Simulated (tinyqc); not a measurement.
## Segment and feed resistance from two drops

Question. A rail is fed at one end through Rq; K loads of Ij follow, each after a segment Rs. The drop at load j is K Ij Rq + Rs Ij sum_(l=1..j) (K - l + 1). Find Rs, Rq and the worst drop, at the middle, if the rail were fed through Rq at both ends: K Ij Rq/2 + Rs Ij K^2/8 with the load taken as continuous.

Parameters, values chosen for the exercise:
```
symbol,value,unit,meaning
K,26,,number of equal loads
Ij,0.68,mA,current of each load
```

drops at the first and at the last load (mV): 7.2488000  40.398800

Solution. The difference of the two drops is Rs Ij K (K - 1)/2, which gives Rs; the first drop then gives Rq.

Rs = 0.1500 ohm
Rq = 0.2600 ohm
drop at the middle with two feeds = 10.92 mV

Program tinyqc, `OMP_NUM_THREADS=1 python tinyqc.py 2770231 2770232 out.jsonl`; Intel Xeon 2.30GHz, shared host, one thread, about 0.1 s.
